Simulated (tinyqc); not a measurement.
What each parameter does: Tamm state at the end of a one-band chain.

A half-infinite chain with site energy 0 and hopping -t, band E = -2t cos(ka); the end site has energy D. The surface Green function of the unperturbed half chain is g = (E -/+ sqrt(E^2 - 4t^2))/(2t^2), the root with |t g| <= 1 and Im g <= 0, and with the shift G = g/(1 - D g).

Parameters, chosen for this exercise: t = 1.47 eV (hopping); D = 3.66 eV (shift of the end site); a = 2.9 angstrom (spacing); E = 0.79 eV (energy in the band).

E = D + t^2/D, weight 1 - (t/D)^2, decay length -a/ln|t/D|, surface density -Im G/pi at E.

One parameter was then changed.

Results before and after:
```
case     bound level (eV)  weight  decay (angstrom)  density (1/eV)
base               4.2504  0.8387             3.179          0.0356
changed            4.8840  0.8880             2.650          0.0251
```

Which of these changes was made? (a) E = 0.395 eV; (b) D = 4.392 eV; (c) a = 3.19 angstrom; (d) t = 1.5435 eV.

Answer: (b) D = 4.392 eV. Of the candidates, run in turn, only this one gives the changed row.

All candidates:
```
case               bound level (eV)  weight  decay (angstrom)  density (1/eV)
base                         4.2504  0.8387             3.179          0.0356
t = 1.5435 eV                4.3109  0.8222             3.359          0.0369
D = 4.392 eV                 4.8840  0.8880             2.650          0.0251
a = 3.19 angstrom            4.2504  0.8387             3.497          0.0356
E = 0.395 eV                 4.2504  0.8387             3.179          0.0329
```

Computed by tinyqc, a small Python program: `OMP_NUM_THREADS=1 python tinyqc.py 1481587 1481588 out.jsonl` (the numbers bound the seed that draws the inputs); one thread of a shared host (Intel(R) Xeon(R) Processor @ 2.30GHz), about 0.01 s for the whole set of steps.
